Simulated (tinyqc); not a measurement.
# One-sided p+-n junction, ionisation integral and breakdown, step by step

Numbers from tinyqc (`OMP_NUM_THREADS=1 python tinyqc.py 2120148 2120149 out.jsonl`; about 0.07 s on one thread of a shared Intel Xeon 2.30GHz). Printed values are rounded.

A p+ layer at x < 0 and an n drift layer from x = 0. Depletion approximation, built-in voltage neglected. Local ionisation coefficients alpha_n = an exp(-(bn/E)^mx), alpha_p = ap exp(-(bp/E)^mx). Electrons move towards +x, holes towards x = 0.

Parameters, values chosen for the exercise; material values close to those of gallium nitride:
- eps_r = 9.36 (relative permittivity)
- an = 2.71e8 1/cm (prefactor of the electron ionisation coefficient)
- bn = 3.29e7 V/cm (field constant for electrons)
- ap = 1.25e8 1/cm (prefactor of the hole ionisation coefficient)
- bp = 1.99e7 V/cm (field constant for holes)
- mx = 1 (exponent)
- N = 5.1e15 cm^-3 (donor density of the drift layer)
- V = 1910 V (reverse voltage)
- fr = 0.4 (share of the depleted width that the grid covers)

Constants: q = 1.602176634e-19 C, eps0 = 8.8541878128e-14 F/cm where lengths are in cm. Results are converted to the units shown.

## Field and ionisation coefficients on a grid

W = sqrt(2 eps0 eps_r V/(q N)), peak field E0 = q N W/(eps0 eps_r), falling linearly to 0 at W. Grid: 13 equal steps from 0 to fr W.

W = 19.68356 um

```
point    x (um)  E (kV/cm)  alpha_n (1/cm)  alpha_p (1/cm)
0      0.000000   1940.706        11.76387        4402.035
1      0.605648   1880.992        6.867879        3178.925
2      1.211296   1821.278        3.870514        2247.174
3      1.816944   1761.564        2.098117        1551.601
4      2.422592   1701.850        1.089503        1043.843
5      3.028240   1642.136       0.5394219        682.2924
6      3.633888   1582.422       0.2532722        431.8859
7      4.239536   1522.708       0.1120712        263.7491
8      4.845184   1462.994      0.04639755        154.7138
9      5.450832   1403.279      0.01781970        86.72634
10     6.056481   1343.565     0.006285850        46.17729
11     6.662129   1283.851     0.002012478        23.18693
12     7.267777   1224.137     5.765561e-4        10.88602
13     7.873425   1164.423     1.453018e-4        4.729507
```

## Ionisation integrals by the trapezoid rule

G(x) = integral from 0 to x of (alpha_n - alpha_p); I_n = integral of alpha_n exp(-G) (electrons injected at x = 0), I_p = integral of alpha_p exp(G(end) - G) (holes injected at the far edge); M = 1/(1 - I). All integrals by the trapezoid rule on the grid.

```
point           G  alpha_n exp(-G) (1/cm)
0       0.0000000                11.76387
1      -0.2290055                 8.63532
2      -0.3929956                 5.73383
3      -0.5078509                 3.48647
4      -0.5863506                 1.95829
5      -0.6385728                 1.02154
6      -0.6722888                 0.49609
7      -0.6933432                 0.22419
8      -0.7060105                 0.09400
9      -0.7133199                 0.03637
10     -0.7173438                 0.01288
11     -0.7194441                 0.00413
12     -0.7204758                 0.00119
13     -0.7209487                 0.00030
```

I_n = 0.001670763
I_p = 0.5097306
M_n = 1.001674
M_p = 2.039695

A grid of 1500 steps over the whole width gives I_n = 0.001652 and I_p = 0.5113; the coarse I_n is 1.2 % above and the coarse I_p 0.30 % below those values. Holes multiply more: on this coarse grid M - 1 is 621 times as large for them.

## Breakdown voltage by secant steps

G(x) = integral from 0 to x of (alpha_n - alpha_p); I_n = integral of alpha_n exp(-G) (electrons injected at x = 0), I_p = integral of alpha_p exp(G(end) - G) (holes injected at the far edge); M = 1/(1 - I). Secant steps on ln I_n(V) = 0 with the integrals on a fine grid (1500 steps), from the points V = 2050 and 2460 V; stop when the step is below 1e-7 of V.

Course of the iteration:
```
step     V (V)         I_n  change of V (V)
1         2460  0.05335202              454
2     2913.641    4.629394             -156
3     2757.887   0.7512918             24.5
4     2782.381   0.9773840             2.13
5     2784.511    1.000384          -0.0352
6     2784.476   0.9999995          4.61e-5
```

Breakdown at 2784.5 V, with a peak field of 2343 kV/cm and W = 23.77 um. The integral for holes reaches 1 at the same voltage.
